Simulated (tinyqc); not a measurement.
# Bandgap voltage reference from two bipolar transistors: effect of the offset of the amplifier

Two transistors of area 1 and N carry the same current I. Is(T) = Is (T/T0)^eta exp[(Vg0 q/kB)(1/T0 - 1/T)], VBE1 = Vt ln(I/Is(T)) + I rb, VBE2 = Vt ln(I/(N Is(T))) + I rb/N. The amplifier forces I R1(T) = VBE1 - VBE2 + Vos, with R(T) = R (1 + tc (T - T0)) for both resistors, and the output is Vref = VBE1 + I R2(T). Base currents and the Early effect are neglected.

Vt = kB T/q; I = (Vt ln N + Vos)/(R1(T) - rb (1 - 1/N)). Box coefficient: span of Vref between 233 and 398 K over its average over T and over 165 K. The last column is the R2 that gives zero slope at T0.

Parameters, values chosen for the exercise; values of the order met in silicon bipolar transistors:
```
symbol    value   unit                                                   meaning
T0          298      K                                     reference temperature
Vg0       1.197      V                      band-gap voltage extrapolated to 0 K
eta         3.6                   temperature exponent of the saturation current
Is      1.7e-16      A           saturation current of the unit transistor at T0
N             8                              area ratio of the second transistor
R1          2.5   kohm  resistor across which the difference of VBE falls, at T0
tc            0  ppm/K                 temperature coefficient of both resistors
rb            0    ohm                  series resistance of the unit transistor
R2        29.01   kohm                                     output resistor at T0
```

Constants: q = 1.602176634e-19 C, kB = 1.380649e-23 J/K. Results are converted to the units shown.

Effect of the offset of the amplifier:
```
Vos (mV)	I at T0 (uA)	Vref at T0 (V)	slope at T0 (uV/K)	box coefficient (ppm/K)	R2 for zero slope (kohm)
-5	19.36	1.215	41.26	27.97	28.43
-3	20.16	1.240	40.97	27.24	28.44
-1	20.96	1.264	40.84	26.63	28.44
0	21.36	1.276	40.83	26.37	28.44
1	21.76	1.288	40.84	26.13	28.44
3	22.56	1.312	40.95	25.72	28.44
5	23.36	1.336	41.16	25.38	28.44
```

Read the table: what changes, and by how much?

As Vos goes from -5 to 5, Vref rises from 1.215 to 1.336 V and the box coefficient falls from 28.0 to 25.4 ppm/K. Each mV of offset moves Vref by 12.1 mV, about R2/R1 = 11.6 plus the change of VBE1 with the current.

Numbers from tinyqc (`OMP_NUM_THREADS=1 python tinyqc.py 2062189 2062190 out.jsonl`; about 0.03 s on one thread of a shared Intel Xeon 2.30GHz).
